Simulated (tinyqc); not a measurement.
# Changing the service temperature T_c

Model: grain growth, pinning, strength and diffusional creep of a polycrystal or thin film. Computed by tinyqc, a small Python program. Command: `OMP_NUM_THREADS=1 python tinyqc.py 3002726 3002727 out.jsonl grain sweep`. One thread of a shared host (Intel(R) Xeon(R) Processor @ 2.30GHz), about 0.01 s of CPU time with the checks.

One mean grain size d describes the structure.

Inputs (values chosen for the exercise, modelled on tungsten):
```
quantity                                    value        unit
atomic volume Omega                         15.85  angstrom^3
boundary energy gamma                         1.2       J/m^2
mobility prefactor M0                     2.4e-05   m^4/(J s)
activation energy of boundary motion Q_m     5.09          eV
anneal temperature T                         1858           K
anneal time t                                 650           s
initial grain size d0                          59          nm
particle volume fraction f                  0.001           -
particle radius r                             3.1          nm
film thickness h                              630          nm
surface energy gamma_s                        3.5       J/m^2
lattice diffusion energy Q_l                 5.76          eV
boundary diffusion energy Q_b                3.73          eV
lattice prefactor D0                        2e-05       m^2/s
boundary prefactor delta D0b              2.5e-14       m^3/s
applied stress sigma                           23         MPa
```

Sample: thin film on a substrate.

Constants: k_B = 8.617333262e-05 eV/K; k_B = 1.380649e-23 J/K.

Method:
- M = M0 exp(-Q_m/(k_B T)). The driving pressure is 2 gamma/d. Zener pinning pressure 3 f gamma/(2 r) stops growth at d_Z = 4 r/(3 f). Grooves where boundaries meet the surface have the angle theta = arcsin(gamma/(2 gamma_s)) and are taken to stop growth at d_h = h/(2 theta), a few film thicknesses; the limit is 1/d_lim = 1/d_Z + 1/d_h.
- dd/dt = 2 M gamma (1/d - 1/d_lim) integrates to 2 M gamma t = d_lim (d0 - d) + d_lim^2 ln[(d_lim - d0)/(d_lim - d)]; without pinning d^2 = d0^2 + 4 M gamma t.
- Nabarro-Herring rate = 14 sigma Omega D_l/(k_B T d^2), D_l = D0 exp(-Q_l/(k_B T)); Coble rate = 14 pi sigma Omega delta D_b/(k_B T d^3), delta D_b = delta D0b exp(-Q_b/(k_B T)); they are equal at d_x = pi delta D_b/D_l.

One run for each value; columns: (1) service temperature T_c (K); (2) Nabarro-Herring rate (1/s); (3) Coble rate (1/s); (4) time to 1 % strain (s); (5) crossover size d_x (micrometre):
```
(1)         (2)        (3)        (4)        (5)
1350  3.745e-13  8.220e-07  1.216e+04  1.487e+05
1560  2.543e-10  5.328e-05  1.877e+02  1.420e+04
1780  4.446e-08  1.441e-03  6.940e+00  2.196e+03
1990  2.092e-06  1.678e-02  5.960e-01  5.434e+02
2210  5.335e-05  1.317e-01  7.591e-02  1.672e+02
2420  6.723e-04  6.580e-01  1.518e-02  6.632e+01
2630  5.613e-03  2.525e+00  3.951e-03  3.048e+01
2850  3.684e-02  8.302e+00  1.199e-03  1.527e+01
3060  1.716e-01  2.193e+01  4.525e-04  8.658e+00
```

Over the rows, Nabarro-Herring rate (1/s) rises from 3.75e-13 to 0.172 (exponent d ln y / d ln x 45 between the first rows and 22 between the last); Coble rate (1/s) rises from 8.22e-7 to 21.9 (exponent d ln y / d ln x 29 between the first rows and 14 between the last); time to 1 % strain (s) falls from 12200 to 4.53e-4 (exponent d ln y / d ln x -29 between the first rows and -14 between the last). The apparent activation energy of the total rate times T is 3.73 eV between the first rows and 3.74 eV between the last, against Q_b = 3.73 and Q_l = 5.76 eV.

Caution (rows 1990, 2210, 2420, 2630, 2850, 3060): T_c is above the anneal temperature, so the grains would go on growing in service.

Extremes, crossings and ranges named in words are read from the listed rows.
